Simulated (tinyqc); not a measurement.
Worked calculation: Landau levels with Rashba coupling. Values are carried at full precision from step to step, so a last printed digit may differ when a step is redone from the rounded ones.

In a field B along z: l = 1/sqrt((e/hbar) B) is the magnetic length, n_B = B/(h/e) the number of states per area in one level, hbar wc = 2 muB B/m for mass m in m0; 1/angstrom^2 = 1e16/cm^2.

Constants: e/hbar = 1.519267448e-05 1/(T angstrom^2); h/e = 413566.7697 T angstrom^2; muB = 5.788381798e-05 eV/T; e^2/h = 3.874045865e-05 S.

Parameters, chosen for this exercise (near those of an asymmetric InGaAs well; shifted at random, so the results belong to these values and not to a real crystal): B = 13.8 T (magnetic field); n = 3.8 x 1e11/cm^2 (electron sheet density); m = 0.0449 m0 (mass); gs = -4.17 (g factor); aR = 0.37 eV angstrom (Rashba constant).

## Scales set by the field

Give l, n_B and the filling factor nu = n/n_B.

l = 69.06 angstrom
n_B = 3.3368 x 1e11/cm^2
nu = 1.139

## The lowest levels

H = (p + eA)^2/2m + aR (sx ky - sy kx) + gs muB B sz/2. With d = 1/2 - gs m/4: E_0 = d hbar wc, and E(N, +/-) = hbar wc [N +/- sqrt(d^2 + 2 N aR^2/(l hbar wc)^2)] for N >= 1.

List the eight lowest, in meV, with the gap to the next.

Levels:
```
label  E (meV)  gap above (meV)
1-      14.702            4.754
0       19.456           29.495
2-      48.951            7.510
1+      56.460           26.815
3-      83.275           10.098
2+      93.374           24.290
4-     117.664           12.548
3+     130.212           21.896
```

The largest of these gaps, 29.49 meV, first occurs above level 0 and is kB T at 342 K.

## Where EF lies

Each listed level takes n_B electrons. At zero temperature and without broadening EF sits in the partly filled level.

Fill the listed levels in order up to nu; give the partly filled level, its energy and its filled share.

level: 0

EF = 19.456 meV
filled share = 0.139

## Fields of the Hall plateaus

A plateau is centred where nu = n/n_B equals 1, 2, 3, 4, 5, 6; there rho_xy = h/(nu e^2).

Plateaus:
```
nu   B (T)  1/B (1/T)  rho_xy (kohm)
1   15.716     0.0636        25.8128
2    7.858     0.1273        12.9064
3    5.239     0.1909         8.6043
4    3.929     0.2545         6.4532
5    3.143     0.3182         5.1626
6    2.619     0.3818         4.3021
```

The order of the levels can change with B, but these counts hold wherever the levels are resolved.

## Checks

- Eight lowest levels from the matrix in 40 oscillator states against the formula, meV: they agree to 1e-10 or better.

Computed by tinyqc, a small Python program: `OMP_NUM_THREADS=1 python tinyqc.py 1251732 1251733 out.jsonl` (the numbers bound the seed that draws the inputs); one thread of a shared host (Intel(R) Xeon(R) Processor @ 2.30GHz), about 0.01 s for the whole set of steps.
